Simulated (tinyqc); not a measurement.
Gaussian against the exact two-step profile: two-step dopant diffusion (predeposition and drive-in) with a constant diffusivity. Computed by tinyqc, a small Python program. Command: `OMP_NUM_THREADS=1 python tinyqc.py 3013238 3013239 out.jsonl dopdiff walk`. One thread of a shared host (Intel(R) Xeon(R) Processor @ 2.30GHz), about 0.07 s of CPU time with the checks.

Fick diffusion into a half space x > 0 whose background doping C_B is of the opposite type, so that a junction lies where C = C_B.

Inputs (values chosen for the exercise, modelled on arsenic in silicon):
```
quantity,value,unit
prefactor D0,7.98,cm^2/s
activation energy E,4,eV
surface concentration C_s,1.4e+20,1/cm^3
background doping C_B,4.2e+14,1/cm^3
predeposition temperature T1,875,C
predeposition time t1,45,min
drive-in temperature T2,1175,C
drive-in time t2,60,min
ramp rate,8,C/min
stand-by temperature,700,C
```

Furnace ramps of the drive-in: linear ramps.

Constants: k_B = 8.617333262e-05 eV/K.

Method:
- D = D0 exp(-E/(k_B T)).
- Temperatures in kelvin are T(C) + 273.15.
- Times in seconds are 60 times the minutes.
- One ramp between the stand-by temperature and T2 adds int D dT / rate (40-point Gauss-Legendre); the usual estimate counts it as an extra time k_B T2^2/(E rate) at T2. (Dt)2 = D2 t2 + two ramps, times in seconds.
- C = C_s erfc(x/(2 sqrt(D1 t1))); dose Q = 2 C_s sqrt(D1 t1/pi); the junction solves erfc(z) = C_B/C_s with x_j = 2 z sqrt(D1 t1).
- With a sealed surface and a thin source, C = Q/sqrt(pi (Dt)2) exp(-x^2/(4 (Dt)2)); x_j = 2 sqrt((Dt)2 ln(C(0)/C_B)); gradient at the junction |dC/dx| = C_B x_j/(2 (Dt)2).
- Exact two-step profile: C = (2 C_s/pi) int_0^alpha exp(-beta (1 + u^2))/(1 + u^2) du with alpha = sqrt(D1 t1/(Dt)2), beta = x^2/(4 (D1 t1 + (Dt)2)).
- The integral takes 48 Gauss-Legendre points; solve C(x) = C_B.
- Gaussian: C = Q/sqrt(pi (Dt)2) exp(-x^2/(4 (Dt)2)).
- Depths are fractions of the Gaussian x_j.

surface concentration C(0) (Gaussian) = 1.07996e+18 1/cm^3

junction depth x_j = 1.12942 um

drive-in budget (Dt)2 = 4.06128e-10 cm^2

product D1 t1 = 5.96291e-14 cm^2

exact junction depth = 1.12947 um

Profiles:
```
x/x_j,x (um),Gaussian (1/cm^3),exact (1/cm^3),ratio
0.0,0.0000,1.0800e+18,1.0799e+18,1.0000
0.2,0.2259,7.8886e+17,7.8885e+17,1.0000
0.4,0.4518,3.0745e+17,3.0748e+17,0.9999
0.6,0.6777,6.3937e+16,6.3951e+16,0.9998
0.8,0.9035,7.0942e+15,7.0974e+15,0.9996
1.0,1.1294,4.2000e+14,4.2030e+14,0.9993
1.2,1.3553,1.3267e+13,1.3281e+13,0.9989
```

What does the comparison show, and why?

With D1 t1/(Dt)2 = 1.5e-4, the Gaussian is 0.0049 % high at the surface and 0.072 % low at its own junction; the exact junction lies at 1.129 um, 0.0046 % deeper. The dose is the same, but the real source already has a width, which is negligible here. Caution: C_s exceeds the intrinsic carrier density of silicon at the predeposition temperature (2e18 to 1e19 per cm^3), where real diffusivities rise with concentration and profiles turn box-like.
